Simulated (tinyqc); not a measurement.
Trap density from two Hall measurements.

Inverse problem. p-type body, charge-sheet picture, full ionisation (an idealisation for deep acceptors), Boltzmann statistics for free electrons. e = Ec - EF at the surface. psi = Eg - Vt ln(Nv/Na) - e; N_dep = sqrt(2 eps0 eps_r Na (psi - Vt)/q); n_f = sqrt(N_dep^2 + 2 eps0 eps_r Vt Nc exp(-e/Vt)/q) - N_dep; Vg = Vfb + psi + q (N_dep + n_t + n_f)/Cox, Cox = eps0 eox/tox. Find e and n_t at both points and the mean trap density between them.

Inputs (values chosen for the exercise); band and dielectric values close to those of 4H silicon carbide:
- T = 250 K (temperature)
- Eg = 3.23 eV (band gap)
- eps_r = 9.87 (relative permittivity)
- Nc = 1.29e19 cm^-3 (conduction-band density of states at T)
- Nv = 1.91e19 cm^-3 (valence-band density of states at T)
- eox = 3.9 (relative permittivity of the insulator)
- tox = 78 nm (insulator thickness)
- Na = 1.3e17 cm^-3 (acceptor density)
- Vfb = -2.62 V (flat-band voltage without trapped charge)

Constants: q = 1.602176634e-19 C, kB = 1.380649e-23 J/K, Vt = kB T/q, eps0 = 8.8541878128e-14 F/cm where lengths are in cm. Results are converted to the units shown.

Vg (V): [15.700711, 24.856197]
free sheet density from the Hall effect (cm^-2): [1.0712967e10, 5.3297263e11]

Answer. Each n_f fixes e; what the gate voltage holds beyond psi, N_dep and n_f is trapped; the difference quotient is the density, smeared over a few Vt.

e (eV): [0.09100, 0.004000]
n_t (cm^-2): [2.148e12, 4.102e12]
mean trap density = 2.246e13 cm^-2 eV^-1

tinyqc, about 0.02 s, one thread, Intel Xeon 2.30GHz (shared host): `OMP_NUM_THREADS=1 python tinyqc.py 2222128 2222129 out.jsonl`
